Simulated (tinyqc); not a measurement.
Energy and delay of logic against supply voltage: two steps of the calculation.

One expression serves below and above threshold: I(Vg) = Ik [ln(1 + exp((Vg - VT + dd V)/(al nf Vt)))]^al, with I_on = I(V) and I_off = I(0). Gate delay td = kd C V/I_on, clock period LD td. Per gate and cycle the switching energy is act C V^2 and the leakage energy I_off V LD td. No short-circuit current, no variation. Minima are sought above 0.09 V; below a few Vt gates no longer switch and the model has no meaning.

Values chosen for this exercise; values of the order met in logic technologies:

| symbol | value | unit | meaning |
|---|---|---|---|
| T | 330 | K | temperature |
| VT | 0.39 | V | threshold voltage at zero drain bias |
| nf | 1.24 |  | slope factor |
| dd | 0.02 |  | barrier lowering per volt of supply |
| Ik | 2.7 | uA | specific current of a gate |
| al | 1.84 |  | exponent of the current law |
| C | 3.4 | fF | load capacitance of a gate |
| kd | 0.8 |  | delay factor |
| LD | 12 |  | logic depth |
| act | 0.01 |  | activity factor |
| V | 0.85 | V | supply voltage |

Constants: q = 1.602176634e-19 C, kB = 1.380649e-23 J/K, Vt = kB T/q. Results are converted to the units shown.

Task 1. Currents, delay and energies. I_on, I_off, td, clock frequency 1/(LD td), both energies and their sum.

Give: I_on; I_off; td; clock frequency; switching energy; leakage energy; energy.

Result 1.

I_on = 106.07 uA
I_off = 0.068574 nA
td = 21.797 ps
clock frequency = 3.8232 GHz
switching energy = 24.565 aJ
leakage energy = 0.015246 aJ
energy = 24.580 aJ

I_on/I_off = 1.55e6; leakage makes up 0.0620 % of the energy.

Task 2. New V. Minimum-energy supply: E(V) is the energy per gate and cycle; with h = 0.001 V, E' = (E(V + h) - E(V - h))/(2 h), E'' = (E(V - h) - 2 E(V) + E(V + h))/h^2, V(new) = V - E'/E''.

V at the start = 0.25 V

Give: E'; E''; V after iteration 1.

Result 2.

E' = -18.43 aJ/V
E'' = 715.0 aJ/V^2
V after iteration 1 = 0.2758 V

Program tinyqc, `OMP_NUM_THREADS=1 python tinyqc.py 2082006 2082007 out.jsonl`; Intel Xeon 2.30GHz, shared host, one thread, about 0.01 s.
